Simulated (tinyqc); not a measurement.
# Metal gate on a two-layer dielectric stack with fixed charge and a dipole: what changes with what

Gate, layer 2, layer 1, p-type semiconductor; x runs from the gate inwards. Charges are counted in units of +q. psi is the band bending at the surface, positive towards inversion. Classical charge, Boltzmann statistics, no interface traps.

Parameters, values chosen for the exercise; band and dielectric values close to those of silicon, layer 1 close to silicon dioxide, layer 2 close to hafnium oxide:
```
symbol,value,unit,meaning
T,250,K,temperature
Eg,1.11,eV,band gap
eps_r,11.8,,relative permittivity
Nc,2.17e19,cm^-3,conduction-band density of states at T
Nv,2.05e19,cm^-3,valence-band density of states at T
chi,4.09,eV,electron affinity
Na,1.1e16,cm^-3,acceptor density
pM,4.85,eV,work function of the gate metal
t1,0.8,nm,"thickness of layer 1, next to the semiconductor"
e1,3.99,,relative permittivity of layer 1
t2,2.8,nm,"thickness of layer 2, next to the gate"
e2,22.6,,relative permittivity of layer 2
Q1,5.4e10,cm^-2,fixed charge at the semiconductor interface
Q2,1.6e12,cm^-2,fixed charge between the layers
r1,7.4e18,cm^-3,uniform charge density in layer 1
r2,2.2e18,cm^-3,uniform charge density in layer 2
Vd,0.42,V,flat-band shift by a dipole layer between the layers
```

Constants: q = 1.602176634e-19 C, kB = 1.380649e-23 J/K, Vt = kB T/q, eps0 = 8.8541878128e-14 F/cm where lengths are in cm. Results are converted to the units shown.

Each table varies one quantity; the others keep the values above.

## Flat band against the thickness t2

EOT = 3.9 (t1/e1 + t2/e2), Cox = eps0/(t1/e1 + t2/e2); phi_ms = pM - (chi + Eg - Vt ln(Nv/Na)). Vfb = phi_ms + Vd - (q/eps0) [Q1 (t1/e1 + t2/e2) + Q2 t2/e2 + r1 (t1^2/(2 e1) + t1 t2/e2) + r2 t2^2/(2 e2)]: each charge counts with its electrical distance from the gate. ni = sqrt(Nc Nv) exp(-Eg/(2 Vt)), Eg in volts, pB = Vt ln(Na/ni), Vth = Vfb + 2 pB + sqrt(4 q eps0 eps_r Na pB)/Cox.

Flat band against the thickness t2:
```
t2 (nm)  EOT (nm)   Vfb (V)  Vth (V)
1         0.95452   0.20067  0.99984
1.7        1.0753   0.18641  0.98747
2.4        1.1961   0.17130  0.97423
3.1        1.3169   0.15532  0.96013
3.9        1.4550   0.13600  0.94296
4.6        1.5758   0.11817  0.92702
5.3        1.6966  0.099479  0.91020
6          1.8174  0.079924  0.89253
```

Vfb falls from 0.201 to 0.0799 V and Vth falls from 1.00 to 0.893 V. The slope dVfb/dEOT is -118 mV/nm between the first two rows and -162 between the last two: the charge inside the growing layer bends the line. A line through the end rows meets EOT = 0 at 0.334 V, against phi_ms + Vd = 0.232 V; an effective work function read from it is off by 522 mV from pM.

## Threshold against doping

Same model as above.

Results:
```
Na (cm^-3)  phi_ms (V)  2 pB (V)  Qd/Cox (V)  Vth (V)
9.4e14         -0.1348    0.6783    0.005353   0.8990
2.8e15         -0.1583    0.7254    0.009554   0.9267
2.4e16         -0.2046    0.8179     0.02970   0.9931
7.1e16         -0.2279    0.8647     0.05252    1.039
2.1e17         -0.2513    0.9114     0.09274    1.103
6.1e17         -0.2743    0.9573      0.1620    1.195
1.8e18         -0.2976     1.004      0.2850    1.341
```

Estimate the missing row, Na = 8.1e15 cm^-3.

Computed row:
```
Na (cm^-3)  phi_ms (V)  2 pB (V)  Qd/Cox (V)  Vth (V)
8.1e15         -0.1812    0.7711     0.01675   0.9568
```

With this row back in the table: Vth rises from 0.899 to 1.34 V. Of the change, phi_ms + 2 pB gives 163 mV (Vt ln 10 a decade) and the depletion charge 280 mV, growing as Na^(0.53).

tinyqc, about 0.01 s, one thread, Intel Xeon 2.30GHz (shared host): `OMP_NUM_THREADS=1 python tinyqc.py 2010052 2010053 out.jsonl`
